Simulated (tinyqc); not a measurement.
Approximations to the ground state: Holstein polaron on two sites. Computed by tinyqc, a small Python program. Command: `OMP_NUM_THREADS=1 python tinyqc.py 3015587 3015588 out.jsonl holstein walk`. One thread of a shared host (Intel(R) Xeon(R) Processor @ 2.30GHz), about 0.01 s of CPU time with the checks.

One electron on sites 1 and 2: H = -t (c1+ c2 + c2+ c1) + hbar omega sum_i b_i+ b_i - g hbar omega sum_i n_i (b_i + b_i+). The symmetric phonon shifts the energy by -g^2 hbar omega/2 and drops out; with b = (b_1 - b_2)/sqrt(2) there remains H = -t sigma_x + hbar omega b+ b - (g hbar omega/sqrt(2)) sigma_z (b + b+). Parity splits it into blocks p = +1 and -1 over phonon numbers n. Zero-point energies are left out. Weights Z refer to mode b alone; the displaced symmetric mode multiplies the full zero-phonon weight by exp(-g^2/2).

Inputs (values chosen for the exercise, for a model dimer): hopping t = 290 meV; phonon energy hbar omega = 129 meV; coupling g = 3.

Method:
- Polaron binding energy E_p = g^2 hbar omega; ratio E_p/t (the adiabatic potential has two wells when it exceeds 1); adiabaticity hbar omega/t.
- Block p: H_nn = n hbar omega - p t (-1)^n - g^2 hbar omega/2, H_(n,n+1) = -(g hbar omega/sqrt(2)) sqrt(n + 1).
- Use 60 levels in both blocks; Z = c_0^2 is the weight of n = 0 in the ground state c; the splitting is the lowest odd level less the lowest even one, which without coupling is the smaller of 2t and hbar omega; <sigma_x> = sum (-1)^n c_n^2 measures the kinetic energy.
- Second order: E = -t - E_p/2 - (E_p/2) hbar omega/(hbar omega + 2t). Lang-Firsov: E = -E_p - t exp(-g^2). Variable displacement: E(x) = -E_p/2 - t exp(-g^2 x^2) - (E_p/2)(2x - x^2), minimised over 0 <= x <= 1. Adiabatic, classical lattice: E = -E_p/2 - t for E_p < t, else -E_p - t^2/(2 E_p); it leaves out the change of zero-point energy.

E_p = 1161 meV

E_p/t = 4.00345

ground-state energy = -1199.65 meV

hbar omega/t = 0.444828

Ground-state energy (meV):
```
method                       E  E - exact
second order in g       -976.1     223.53
Lang-Firsov            -1161.0      38.61
variable displacement  -1161.0      38.61
adiabatic, classical   -1197.2       2.43
```

best displacement x = 0.99944

What follows from these numbers?

Closest here is adiabatic, classical (+2.43 meV), furthest second order in g (+223.53 meV), at hbar omega/t = 0.44 and E_p/t = 4.00. Lang-Firsov and variable displacement are variational and lie above the exact value. Slow phonons favour the adiabatic picture.

Extremes, crossings and ranges named in words are read from the listed rows.
